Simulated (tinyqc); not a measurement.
Comparisons within one model: interband optics of a two-band s-p chain from momentum matrix elements. A value that a table varies takes the place of the one given here.

H(k) = [[Es - 2 ts cos ka, 2i V sin ka], [-2i V sin ka, Ep_ + 2 tp cos ka]] in the basis s, p; the lower band is full, with two electrons a cell. The velocity operator times hbar is W = dH/dk (eV angstrom); intra-atomic dipoles are left out.

With w(k) = |<c|W|v>|^2 and D(k) = Ec - Ev, on the mesh k_j = (j + 1/2)/N (2 pi/a): eps(E) = 1 + (8 pi e2/(a Ar)) mean_j (w/D^2) [1/(D - E - i eta) + 1/(D + E + i eta)], e2 = e^2/(4 pi eps0); light polarised along the chains, no local fields.

Constants: e^2/(4 pi eps0) = 14.39964547 eV angstrom; hbar^2/2m0 = 3.80998211 eV angstrom^2.

Values chosen for the exercise: a = 3.17 angstrom (period); Es = 2.23 eV (upper orbital (s)); Ep_ = -2.05 eV (lower orbital (p)); ts = 0.45 eV (s-s hopping); tp = 0.39 eV (p-p hopping); V = 1.1 eV (s-p hopping); Ar = 7.3 angstrom^2 (cross-section per chain); eta = 0.3 eV (Lorentzian half width); E = 6.66 eV (photon energy).

## Joint density of states against eps2

Mesh of 2000 points. J(E) = mean of (eta/pi)/((E - D)^2 + eta^2). The fourth column is J times the constant (8 pi^2 e2/(a Ar)) mean(w/D^2). R = |(sqrt(eps) - 1)/(sqrt(eps) + 1)|^2.

Spectrum:

| E (eV) | J (1/eV) | eps2 | eps2 with constant element | eps1 | R |
|---|---|---|---|---|---|
| 2.00 | 0.027 | 5.065 | 1.485 | 18.400 | 0.398 |
| 2.45 | 0.077 | 18.655 | 4.322 | 22.098 | 0.495 |
| 2.91 | 0.125 | 24.416 | 6.978 | -1.481 | 0.579 |
| 3.36 | 0.111 | 12.166 | 6.218 | -6.287 | 0.585 |
| 3.81 | 0.107 | 6.256 | 6.006 | -4.577 | 0.553 |
| 4.27 | 0.112 | 3.493 | 6.251 | -2.157 | 0.442 |
| 4.72 | 0.125 | 2.404 | 6.983 | 0.252 | 0.193 |
| 5.17 | 0.155 | 2.611 | 8.676 | 3.005 | 0.143 |
| 5.63 | 0.249 | 6.098 | 13.915 | 6.723 | 0.284 |
| 6.08 | 0.496 | 16.128 | 27.714 | 0.478 | 0.497 |
| 6.53 | 0.306 | 8.095 | 17.090 | -9.179 | 0.685 |
| 6.99 | 0.087 | 2.420 | 4.868 | -6.362 | 0.784 |

What does this show?

Transitions span 2.600 to 6.388 eV. Among the energies listed J peaks at 6.08 eV and eps2 at 2.91 eV. The ratio of eps2 to the constant-element value is 3.50 at 2.91 eV and 0.58 at 6.08 eV: w/D^2 is 7.195 angstrom^2 at the zone centre and 1.369 at the edge.

## Mesh against broadening

eps2 at E for three widths, and eps(0) at eta = 0; the last row is the mesh of 2000 points.

Convergence:

| N | eta = 0.03 eV | eta = 0.1 eV | eta = 0.3 eV | eps(0) |
|---|---|---|---|---|
| 4 | 1.187 | 3.713 | 7.229 | 3.5588 |
| 8 | 0.894 | 2.773 | 5.518 | 8.6697 |
| 16 | 0.854 | 2.679 | 5.513 | 11.1789 |
| 32 | 0.855 | 2.681 | 5.514 | 11.2867 |
| 64 | 0.855 | 2.681 | 5.514 | 11.2868 |
| 128 | 0.855 | 2.681 | 5.514 | 11.2868 |
| 2000 | 0.855 | 2.681 | 5.514 | 11.2868 |

How do the results move?

The first N from which eps2 stays within 2 % of the last row is 16 for eta = 0.03, 16 for 0.1 and 8 for 0.3 eV; for eps(0) and 0.1 % it is 32. E lies outside the range of transitions, so eps2 is only the tail of the broadening and grows with eta.

## Static constant against the gap

Es takes the values listed; mesh of 400 points; the Penn-type estimate is 1 + 8 pi c e2 n_eff/(a Ar Dm^2) with Dm the f-weighted mean of D, f = w/(c D), n_eff = 2 mean(f), c = hbar^2/2m0.

Results:

| Es (eV) | smallest D (eV) | Dm (eV) | n_eff | eps(0) | estimate |
|---|---|---|---|---|---|
| 1.93 | 2.300 | 4.258 | 2.468 | 14.245 | 9.110 |
| 2.23 | 2.600 | 4.551 | 2.358 | 11.287 | 7.783 |
| 2.73 | 3.100 | 5.039 | 2.191 | 8.120 | 6.141 |
| 3.23 | 3.600 | 5.526 | 2.042 | 6.175 | 4.984 |
| 4.23 | 4.600 | 6.502 | 1.792 | 4.021 | 3.525 |
| 5.23 | 5.600 | 7.481 | 1.591 | 2.929 | 2.693 |
| 7.23 | 7.600 | 9.447 | 1.292 | 1.933 | 1.863 |

What can be read from the table?

eps(0) - 1 falls from 13.245 to 0.933, as Dm^-3.33; a fixed n_eff would give the power -2, and n_eff goes from 2.468 to 1.292. The single-gap estimate is low by 38.8 % of eps(0) - 1 in the first row and 7.5 % in the last, since 1/D^2 favours the smallest separations. n_eff need not equal the 2 electrons of the cell: a two-orbital basis with chosen hoppings does not obey the free-electron sum rule.

## What moves the optical response

Mesh of 400 points; n_eff = 2 mean(w/(c D)), c = hbar^2/2m0. Each row changes one parameter from the base and keeps the others.

Results:

| case | smallest D (eV) | largest D (eV) | n_eff | eps(0) |
|---|---|---|---|---|
| base | 2.600 | 6.388 | 2.358 | 11.287 |
| a = 3.329 angstrom | 2.600 | 6.388 | 2.600 | 11.803 |
| Es = 2.53 eV | 2.900 | 6.627 | 2.255 | 9.193 |
| ts = 0.54 eV | 2.420 | 6.455 | 2.385 | 12.574 |
| V = 1.21 eV | 2.600 | 6.652 | 2.726 | 12.708 |
| Ar = 8.03 angstrom^2 | 2.600 | 6.388 | 2.358 | 10.352 |

What does this show?

The largest shifts from the base row, up to three for each result and ties (the steps differ in size, so this ranks the rows, not the parameters). smallest D (eV): Es +0.300, ts -0.180; unchanged at the printed digits by a, V and Ar. largest D (eV): V +0.264, Es +0.239, ts +0.067; unchanged at the printed digits by a and Ar. n_eff: V +0.368, a +0.242, Es -0.103; unchanged at the printed digits by Ar. eps(0): Es -2.094, V +1.421, ts +1.287.

(tinyqc, `OMP_NUM_THREADS=1 python tinyqc.py 1682680 1682681 out.jsonl`, Intel(R) Xeon(R) Processor @ 2.30GHz, 1 thread, shared host, about 0.01 s.)
